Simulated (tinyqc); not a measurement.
A particle near a wafer in liquid: double-layer and van der Waals forces (DLVO), deposition barrier and removal: one step, computed by the program tinyqc.

Sphere and flat wall, Derjaguin approximation, constant potentials in the linear-superposition form, no retardation and no hydration force.

Question. Removing an attached particle. Adhesion F_a = A R/(6 h0^2) [1 + a^2/(R h0)] - kappa Z R exp(-kappa h0), a the contact radius. Drag in a shear flow F_d = 1.7 x 6 pi mu R^2 G, acting at 1.4 R; rolling starts when 1.4 R F_d = a F_a. Wall shear stress = mu G.

Inputs (values chosen for the exercise, of the order of those for silica on copper in water):

| quantity | value | unit |
|---|---|---|
| particle radius R | 200 | nm |
| Hamaker constant A | 3.6e-20 | J |
| temperature T | 343 | K |
| contact distance h0 | 0.4 | nm |
| contact radius over R | 0.16 | - |
| viscosity | 0.69 | mPa s |

kappa = 0.7832601 1/nm

Z = -3.726640 pN

Give: van der Waals adhesion; net adhesion F_a; wall shear stress for rolling; shear rate G.

Answer.

van der Waals adhesion = 1.035e+05 pN

net adhesion F_a = 1.039e+05 pN

wall shear stress for rolling = 9266 Pa

shear rate G = 1.343e+07 1/s
